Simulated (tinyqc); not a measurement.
Channel length: inversion-layer mobility, back-scattering and ballistic limit of a field-effect transistor. Computed by tinyqc, a small Python program. Command: `OMP_NUM_THREADS=1 python tinyqc.py 3006743 3006744 out.jsonl mos walk`. One thread of a shared host (Intel(R) Xeon(R) Processor @ 2.30GHz), about 0.01 s of CPU time with the checks.

The charge at the top of the source barrier is fixed by the gate; series resistance and short-channel effects are left out. F_j are Fermi integrals normalised to exp(eta) in the classical limit.

Inputs (values chosen for the exercise, modelled on a strained silicon n-channel):
```
quantity                                       value        unit
transport mass m                                 0.2         m_0
valley degeneracy g_v                              2           -
weight w of the inversion charge                 0.5           -
permittivity eps                                11.7           -
phonon mobility at 1 MV/cm and 300 K, mu_ph      560  cm^2/(V s)
roughness mobility at 1 MV/cm, mu_sr            1800  cm^2/(V s)
Coulomb mobility at N_inv = 1e12/cm^2, mu_C      560  cm^2/(V s)
electrical oxide thickness t_inv                 5.6          nm
depletion charge N_dep                       2.1e+11      1/cm^2
gate overdrive V_G - V_T                        0.95           V
drain voltage V_D                               0.05           V
exponent a of the critical length               0.62           -
temperature T                                     77           K
```

Statistics at the top of the barrier: Fermi-Dirac.

Constants: eps_0 = 8.8541878128e-12 F/m; e = 1.602176634e-19 C; m_0 = 9.1093837015e-31 kg; k_B = 1.380649e-23 J/K; hbar = 1.054571817e-34 J s; k_B = 8.617333262e-05 eV/K.

Method:
- N_inv = 3.9 eps_0 (V_G - V_T)/(e t_inv); effective field E_eff = e (N_dep + w N_inv)/(eps eps_0).
- mu_phonon = mu_ph (E_eff/1 MV/cm)^(-0.3) (T/300 K)^(-1.75); mu_rough = mu_sr (E_eff/1 MV/cm)^(-2); mu_Coulomb = mu_C (N_inv/1e12 cm^-2) (T/300 K); Matthiessen's rule adds 1/mu.
- F_j(eta) = (1/Gamma(j + 1)) int_0^infinity x^j/(1 + exp(x - eta)) dx, F_0 = ln(1 + exp(eta)). Integrals over x = E/(k_B T) use 160 Gauss-Legendre points in u = sqrt(x) from 0 to sqrt(max(eta, 0) + 32).
- Ballistic channel: N_2D = g_v m k_B T/(pi hbar^2), U = e V_D/(k_B T); eta_F solves N_inv = (N_2D/2)[F_0(eta_F) + F_0(eta_F - U)]; v_T = sqrt(2 k_B T/(pi m)); I/W = e (N_2D/2) v_T [F_1/2(eta_F) - F_1/2(eta_F - U)]; injection velocity v_T F_1/2(eta_F)/F_0(eta_F).
- Mean free path lambda = (2 k_B T/e)(mu/v_T) F_0(eta_0)/F_-1/2(eta_0), with eta_0 from N_inv = N_2D F_0(eta_0); critical length l = L (1 + U)^(-a), an empirical rule; back-scattering r = l/(l + lambda). Then eta solves N_inv = (N_2D/2)[(1 + r) F_0(eta) + (1 - r) F_0(eta - U)] and I/W = e (N_2D/2) v_T (1 - r)[F_1/2(eta) - F_1/2(eta - U)].
- The last column is the long-channel law e N_inv mu V/L with V = V_D - V_D^2/(2 V_ov) below pinch-off and V_ov/2 above, V_ov = V_G - V_T.

inversion density N_inv = 3.65627e+12 1/cm^2

effective mobility mu = 481.941 cm^2/(V s)

ballistic current I/W = 654.524 microampere/micrometre

Currents (microampere/micrometre):
```
L (nm)        r     I/W  ballistic ratio  long-channel law
5       0.06922  566.23          0.86509            2748.9
10      0.12948  496.60          0.75872            1374.5
20      0.22928  395.83          0.60475             687.2
40      0.37303  278.81          0.42598             343.6
80      0.54337  173.70          0.26539             171.8
160     0.70413   98.52          0.15053              85.9
400     0.85611   42.74          0.06530              34.4
1000    0.93700   17.68          0.02701              13.7
```

What follows from these numbers?

The current scales as L^-0.96 at the long end and as L^-0.19 at the short end, where it reaches 87 % of the ballistic 655. The long-channel law passes the ballistic limit between 20.0 and 40.0 nm and has no meaning below. At 1000 nm the model gives 1.29 times the long-channel law; the rule for l is a fit for short devices and fails wherever the model exceeds that law. Raising mu by 10 % at 20 nm raises I by 3.9 %.

Extremes, crossings and ranges named in words are read from the listed rows.
